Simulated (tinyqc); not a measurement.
# A and C from the efficiency peak

Problem. ABC model of an LED: J = q da (A n + Ba n^2 + Ca n^3), IQE = Ba n^2/(A n + Ba n^2 + Ca n^3), differential lifetime 1/(A + 2 Ba n + 3 Ca n^2). The peak lies at n = sqrt(A/Ca). Given Ba, find n at the peak, A and Ca.

Values chosen for this exercise:
```
symbol    value    unit                                    meaning
Ba      6.5e-10  cm^3/s  radiative coefficient of the active layer
da           95      nm              thickness of the active layer
```

Constants: q = 1.602176634e-19 C. Results are converted to the units shown.

peak IQE = 98.777831 %
J at the peak = 14.872022 A/cm^2

Answer. IQE J = q da Ba n^2 gives n. At the peak A n = Ca n^3, each being half of the non-radiative rate Ba n^2 (1/IQE - 1).

n at the peak = 1.219e17 cm^-3
A = 4.900e5 1/s
Ca = 3.300e-29 cm^6/s

Computed by the program tinyqc: `OMP_NUM_THREADS=1 python tinyqc.py 2300101 2300102 out.jsonl`, one thread of a shared Intel Xeon 2.30GHz, about 0.01 s for the whole run.
